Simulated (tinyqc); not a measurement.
## Threshold of a short bulk MOSFET: charge sharing, barrier lowering, narrow width: effect of the junction depth

n-channel device on a p-type body, depletion approximation, full ionisation. Uniform doping N = Na. Vbi from Boltzmann statistics is rough for the degenerate source. Cox = eps0 eox/tox.

ni = sqrt(Nc Nv) exp(-Eg/(2 Vt)), Eg in volts; 2 pB = 2 Vt ln(N/ni); flat band Vfb - Vt ln(N/Na); Wd = sqrt(2 eps0 eps_r (2 pB - Vbs)/(q N)); body term q N Wd/Cox; long-channel VT0 = flat band + 2 pB + body term; Vbi = Vt ln(N Nsd/ni^2); scale length l = sqrt((eps_r/eox) tox Wd). Charge sharing (trapezoid; it ignores Vds): F = (xj/L)(sqrt(1 + 2 Wd/xj) - 1), lowering = body term times F. Barrier lowering: th = exp(-L/(2 l)) + 2 exp(-L/l), lowering = th [2 (Vbi - 2 pB) + Vds], DIBL = th. Narrow width: rise = body term times xw Wd/W. VT by each model = VT0 - lowering + rise. DIBL under 0.001 mV/V is printed as 0.

Inputs (values chosen for the exercise); band and dielectric values close to those of silicon:
- T = 300 K (temperature)
- Eg = 1.11 eV (band gap)
- eps_r = 11.9 (relative permittivity)
- Nc = 2.79e19 cm^-3 (conduction-band density of states at T)
- Nv = 2.65e19 cm^-3 (valence-band density of states at T)
- eox = 7.43 (relative permittivity of the gate insulator (close to silicon nitride))
- tox = 8.6 nm (insulator thickness)
- Na = 6.8e17 cm^-3 (channel doping)
- Nsd = 1e20 cm^-3 (source and drain doping)
- Vfb = -0.8 V (flat-band voltage for the doping Na)
- Vbs = 0 V (body-source voltage)
- Vds = 0.05 V (drain-source voltage)
- W = 500 nm (gate width)
- xw = 1.5708 (shape factor of the fringing depletion at the width edges)
- L = 220 nm (channel length)

Constants: q = 1.602176634e-19 C, kB = 1.380649e-23 J/K, Vt = kB T/q, eps0 = 8.8541878128e-14 F/cm where lengths are in cm. Results are converted to the units shown.

The same in every row: N (cm^-3) = 6.8000e17; VT0 (V) = 0.71985; L/l = 9.1286; DIBL (mV/V) = 10.634; VT, barrier lowering (V) = 0.79613.

Result of one run:

| xj (nm) | F | VT, charge sharing (V) |
|---|---|---|
| 8.5 | 0.089050 | 0.74593 |

What becomes of these results when the junction depth xj is changed from 8.5 to 41 nm, all else the same?

Result of the changed run:

| xj (nm) | F | VT, charge sharing (V) |
|---|---|---|
| 41 | 0.13948 | 0.71564 |

The whole series:

| xj (nm) | F | VT, charge sharing (V) |
|---|---|---|
| 5 | 0.073340 | 0.75536 |
| 8.5 | 0.089050 | 0.74593 |
| 14 | 0.10502 | 0.73634 |
| 24 | 0.12268 | 0.72573 |
| 41 | 0.13948 | 0.71564 |
| 70 | 0.15427 | 0.70676 |
| 120 | 0.16632 | 0.69953 |
| 200 | 0.17486 | 0.69440 |

As xj goes from 5 to 200, VT0 stays at 0.720 V, DIBL stays at 10.6 mV/V, F rises from 0.0733 to 0.175 and VT by barrier lowering stays at 0.796 V. The junction depth enters only the charge-sharing model.

Computed by the program tinyqc: `OMP_NUM_THREADS=1 python tinyqc.py 2002037 2002038 out.jsonl`, one thread of a shared Intel Xeon 2.30GHz, about 0.01 s for the whole run.
